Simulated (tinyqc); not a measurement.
How the errors depend on the field: Haynes-Shockley experiment: drift, diffusion and decay of a minority-carrier pulse. Computed by tinyqc, a small Python program. Command: `OMP_NUM_THREADS=1 python tinyqc.py 3111510 3111511 out.jsonl haynes walk`. One thread of a shared host (Intel(R) Xeon(R) Processor @ 2.30GHz), about 0.01 s of CPU time with the checks.

A thin sheet of excess carriers is made at x = 0, t = 0 in a long uniform bar; injection is low, so the pulse moves with the minority mobility.

Inputs (values chosen for the exercise, modelled on electrons in p-type silicon in a lightly doped bar):

| quantity | value | unit |
|---|---|---|
| minority mobility mu | 1390 | cm^2/(V s) |
| lifetime tau | 68 | microsecond |
| temperature T | 300 | K |
| field F | 4.1 | V/cm |
| distance d to the collector | 0.78 | cm |
| injected sheet density N0 | 5.6e+09 | 1/cm^2 |

Constants: k_B = 8.617333262e-05 eV/K.

Method:
- D = mu k_B T/e, v = mu F.
- Transit time d/v, diffusion length sqrt(D tau), drift length v tau, Peclet number v d/D = e F d/(k_B T).
- dn(x, t) = N0/sqrt(4 pi D t) exp(-(x - v t)^2/(4 D t) - t/tau).
- At fixed x the signal peaks where d ln(dn)/dt = 0: a t^2 + t/2 - x^2/(4 D) = 0 with a = v^2/(4 D) + 1/tau.
- The full width at half maximum is found by solving dn(x, t) = peak/2 on both sides of the peak.
- With w that width: mu = d/(F t_p); D = (w d)^2/(16 ln2 t_p^3). The field is scaled by the factors listed.

D = 35.9343 cm^2/s

Errors of the simple reading:

| factor | F (V/cm) | v d/D | v^2 tau/(4 D) | error of mu (%) | error of D (%) |
|---|---|---|---|---|---|
| 0.5 | 2.05 | 61.85 | 3.84 | 13.893 | 2.4721 |
| 0.7 | 2.87 | 86.59 | 7.53 | 7.595 | 1.8562 |
| 1.0 | 4.10 | 123.70 | 15.37 | 4.014 | 1.3362 |
| 1.5 | 6.15 | 185.56 | 34.57 | 1.976 | 0.9041 |
| 2.5 | 10.25 | 309.26 | 96.03 | 0.843 | 0.5463 |
| 4.0 | 16.40 | 494.82 | 245.84 | 0.405 | 0.3421 |
| 7.0 | 28.70 | 865.93 | 752.89 | 0.182 | 0.1956 |

The error of mu falls from 13.9 to 0.182 %. For large v d/D it is about D/(v d) + 2 D/(v^2 tau), here 0.182 % in the last row: one part from spreading, one from recombination.

Extremes, crossings and ranges named in words are read from the listed rows.
